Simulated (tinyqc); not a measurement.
Inside a calculation: Koster-Slater impurity in an sp3s* host. Values are carried at full precision from step to step, so a last printed digit may differ when a step is redone from the rounded ones.

sp3s* tight binding, nearest neighbours only: anion (a) at 0, cation (c) at a/4 (1,1,1), orbitals s, px, py, pz, s* on each; k in units of 2 pi/a. With phases e_j = exp(i (pi/2) k.n_j) for n = (1,1,1), (1,-1,-1), (-1,1,-1), (-1,-1,1): g0 = (e1+e2+e3+e4)/4, g1 = (e1+e2-e3-e4)/4, g2 = (e1-e2+e3-e4)/4, g3 = (e1-e2-e3+e4)/4. The diagonal holds the levels Esa, Epa, Exa (s*) and Esc, Epc, Exc. Anion-cation block: <sa|sc> = Vss g0; <sa|xc> = Vsapc g1; <xa|sc> = -Vscpa g1; <xa|xc> = Vxx g0; <xa|yc> = <ya|xc> = Vxy g3, <xa|zc> = <za|xc> = Vxy g2, <ya|zc> = <za|yc> = Vxy g1; <s*a|xc> = Vxapc g1; <xa|s*c> = -Vpaxc g1; y and z take g2 and g3 in place of g1; s-s* and s*-s* vanish.

Parameters, chosen for this exercise (out of a larger set: near a published set for Si; not measured data): p = (-4.237, 1.73, -4.237, 1.73, 6.606, 6.606, -8.229, 1.721, 4.559, 5.778, 5.778, 5.413, 5.413) eV (order Esa, Epa, Esc, Epc, Exa, Exc, Vss, Vxx, Vxy, Vsapc, Vscpa, Vxapc, Vpaxc); N = 5 (mesh); V = -4.1 eV (shift of the s level).

## The gap of the host

Gaps from the top of the valence band to Gamma, to the minimum on (x,0,0) from 0.5 to 1, and to L; the smallest is Eg.

top of the valence band on the scale of the parameters = 0.0090 eV

gaps (eV): Gamma 3.4420, Delta 1.1356, L 2.4446

Eg (smallest gap of the host) = 1.1356 eV

## Where the weight lies

A defect on a cation site (c) shifts the s level there by Vs or the three p levels by Vp and leaves the rest. A level in the gap solves 1/Vs = G_s(E) (symmetry A1) or 1/Vp = G_p(E) (T2, threefold), with G(E) = (1/N^3) sum over k and bands of w/(E - e), where w is the weight of the state on the s orbital of that site, or the mean weight on its px, py, pz. Mesh: k = f1 (-1,1,1) + f2 (1,-1,1) + f3 (1,1,-1), f = (j + 1/2)/N, j = 0 to N - 1. Energies from the top of the valence band at Gamma; the s* orbital of the site is left as it is. An infinite shift removes the s or p orbitals, the model of the ideal vacancy: G(E) = 0.

For each band: mean energy over the mesh and summed weights; each column of weights adds to one.

Bands:
```
band,mean energy (eV),s weight,p weight
1,-10.167,0.4134,0.0264
2,-6.201,0.1992,0.0893
3,-2.238,0.0053,0.1646
4,-1.800,0.0021,0.1658
5,1.736,0.0774,0.0773
6,2.630,0.2391,0.0423
7,5.258,0.0003,0.1655
8,5.678,0.0150,0.1562
9,9.661,0.0315,0.0468
10,10.471,0.0167,0.0660
```

The filled bands hold 0.620 of the s orbital and 0.446 of each p orbital of the cation. Filled states add positive terms to G in the gap and empty ones negative terms.

## Green functions across the gap

G at nine energies E = Eg j/8.

G(E) (1/eV):
```
E (eV),G_s,G_p
0.0000,-0.07379,0.10113
0.1419,-0.08646,0.06420
0.2839,-0.10099,0.03705
0.4258,-0.11804,0.01285
0.5678,-0.13870,-0.01098
0.7097,-0.16476,-0.03651
0.8517,-0.19968,-0.06665
0.9936,-0.25186,-0.10797
1.1356,-0.35998,-0.19422
```

Both fall with E, as dG/dE = -sum w/(E - e)^2 demands. G_s keeps its sign, so the vacancy has no level of this symmetry in the gap. G_p changes sign, so the vacancy has a level of this symmetry in the gap.

## A first estimate from the table

A defect that shifts the s level of its cation site by V has a level where the host Green function G_s(E) equals 1/V; E is counted from the top of the valence band. Find it by linear interpolation between the two rows that bracket it.

1/V = -0.24390 1/eV
estimated level = 0.972 eV

## The level and its weight on the defect

Solve by bisection with the full sum. The weight of the bound state on the shifted orbital is G^2/(-G'), which is also dE/dV.

level = 0.9761 eV
G'(E) = -0.43868 1/eV^2
weight on the defect orbital = 0.1356

The level lies 0.976 eV above the valence band and 0.159 eV below the conduction band. Only 13.6 % of it sits on the shifted orbital, the rest on other orbitals (the s* of the same site among them), so a shift of 1 eV moves the level by about 136 meV.

## Checks

- Sum of the s weights over all bands against one: both 1.00000.
- First moment of the s weights against the s level of the site, on the scale of the parameters: both -4.23700.

Program tinyqc; command `OMP_NUM_THREADS=1 python tinyqc.py 1452716 1452717 out.jsonl`; about 0.09 s on one thread of a shared Intel(R) Xeon(R) Processor @ 2.30GHz.
